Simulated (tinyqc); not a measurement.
What each parameter does: k.p values derived from sp3s* tight binding at Gamma.

At Gamma the states are two-level mixtures: s-like S+ (upper) and S- (lower) from [[Esa, Vss], [Vss, Esc]], p-like P- (valence) and P+ from [[Epa, Vxx], [Vxx, Epc]], and the bare s* levels. With real k in 1/angstrom and kz = 0, the phase sums over the four bonds are g0 = 1 - (a k/4)^2/2, g1 = i a kx/4, g3 = -(a/4)^2 kx ky to second order. Each mixture is written (anion, cation) with the anion part positive. c = hbar^2/2m0. No spin-orbit coupling.

Recipe: P = (a/4)(sa pc Vsapc + sc pa Vscpa) between an s and a p state ((a/4) pc Vxapc and (a/4) pa Vpaxc for s*), Ep = P^2/c for S+ to P-; m0/m = [-(a/4)^2 sa sc Vss + sum P^2/(E(S+) - E(P))]/c; L = d0 + F, M = d0 + H1, N = dN + F + H1 with d0 = -(a/4)^2 pa pc Vxx, dN = -2 (a/4)^2 pa pc Vxy, F = sum P^2/(E(P-) - E(s)) over the four s-like states, H1 = Q^2/(E(P-) - E(P+)), Q = (a/4) Vxy (pa p'c - pc p'a); g1 = -(L + 2M)/(3c), g2 = -(L - M)/(6c), g3 = -N/(6c).

Constants: hbar^2/2m0 = 3.80998211 eV angstrom^2.

Parameters, chosen for this exercise (near a published set for InAs, fitted to gaps, whose masses and valley positions are rough; shifted at random, so the results belong to these values and not to a real crystal): a = 6.063 angstrom (lattice constant); Esa = -9.55 eV (s level of the anion); Epa = 0.911 eV (p level of the anion); Esc = -2.71 eV (s level of the cation); Epc = 3.735 eV (p level of the cation); Exa = 7.424 eV (s* level of the anion); Exc = 6.738 eV (s* level of the cation); Vss = -5.627 eV (s-s); Vxx = 1.838 eV (px-px); Vxy = 4.469 eV (px-py); Vsapc = 3.049 eV (s anion, p cation); Vscpa = 5.438 eV (s cation, p anion); Vxapc = 3.376 eV (s* anion, p cation); Vpaxc = 3.911 eV (p anion, s* cation).

The recipe applied anew.

Results for these values:
```
case,EG (eV),Ep (eV),m (m0),g1,g2,g3
base,0.4496,14.551,0.0324,12.486,5.164,5.674
```

What happens to each result for Esa = -9.7 eV, all else kept?

Answer: EG falls from 0.4496 to 0.4138; Ep rises from 14.551 to 14.586; m falls from 0.0324 to 0.0297; g1 rises from 12.486 to 13.447; g2 rises from 5.164 to 5.644; g3 rises from 5.674 to 6.154.

The same for each parameter in turn:
```
case,EG (eV),Ep (eV),m (m0),g1,g2,g3
base,0.4496,14.551,0.0324,12.486,5.164,5.674
Vscpa = 5.588 eV,0.4496,15.254,0.0309,13.005,5.423,5.933
Esa = -9.7 eV,0.4138,14.586,0.0297,13.447,5.644,6.154
Vxx = 1.988 eV,0.5702,14.462,0.0420,10.009,4.014,4.471
Epa = 1.061 eV,0.3296,14.490,0.0236,16.383,7.091,7.611
Epc = 3.585 eV,0.4796,14.490,0.0349,11.791,4.795,5.315
Vxapc = 3.226 eV,0.4496,14.551,0.0324,12.481,5.161,5.671
Exa = 7.274 eV,0.4496,14.551,0.0324,12.488,5.164,5.674
```

Vxapc and Exa act through the s* states, which enter F alone and leave EG, Ep and m.

Run: tinyqc, `OMP_NUM_THREADS=1 python tinyqc.py 1450814 1450815 out.jsonl`; Intel(R) Xeon(R) Processor @ 2.30GHz, one thread, shared host; about 0.01 s of CPU time with all checks.
